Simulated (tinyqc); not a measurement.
# Gate voltage for a given inversion charge

Problem. p-type body, charge-sheet picture, depletion and inversion only, full ionisation (an idealisation for deep acceptors), Boltzmann statistics (rough once Na exp(x - xn) passes about Nc/7). In units of Vt: xg = (Vg - Vfb)/Vt, x = psi/Vt, G = gamma/sqrt(Vt), xn = (2 phiF + Vc)/Vt. The implicit equation is (xg - x)^2 = G^2 [x - 1 + exp(x - xn)] for x above about 3. Cox = eps0 eox/tox. ni = sqrt(Nc Nv) exp(-Eg/(2 Vt)), Eg in volts; phiF = Vt ln(Na/ni); gamma = sqrt(2 q eps0 eps_r Na)/Cox. N_inv = (Cox Vt G/q) [sqrt(x - 1 + exp(x - xn)) - sqrt(x - 1)]. Find x - xn, psi and Vg.

Inputs (values chosen for the exercise); band and dielectric values close to those of silicon:
- T = 350 K (temperature)
- Eg = 1.13 eV (band gap)
- eps_r = 11.9 (relative permittivity)
- Nc = 3.49e19 cm^-3 (conduction-band density of states at T)
- Nv = 3.38e19 cm^-3 (valence-band density of states at T)
- eox = 3.9 (relative permittivity of the gate insulator (close to silicon dioxide))
- tox = 5.5 nm (insulator thickness)
- Na = 1.3e16 cm^-3 (acceptor density)
- Vfb = -0.53 V (flat-band voltage)
- Vc = 0 V (channel-body voltage)

Constants: q = 1.602176634e-19 C, kB = 1.380649e-23 J/K, Vt = kB T/q, eps0 = 8.8541878128e-14 F/cm where lengths are in cm. Results are converted to the units shown.

N_inv = 8.3e10 cm^-2

Solution. N_inv rises steadily with x, so it fixes x; the implicit equation then gives xg directly.

x - xn = 2.524
psi = 0.7308 V
Vg = 0.3103 V

Computed by the program tinyqc: `OMP_NUM_THREADS=1 python tinyqc.py 2122006 2122007 out.jsonl`, one thread of a shared Intel Xeon 2.30GHz, about 0.01 s for the whole run.
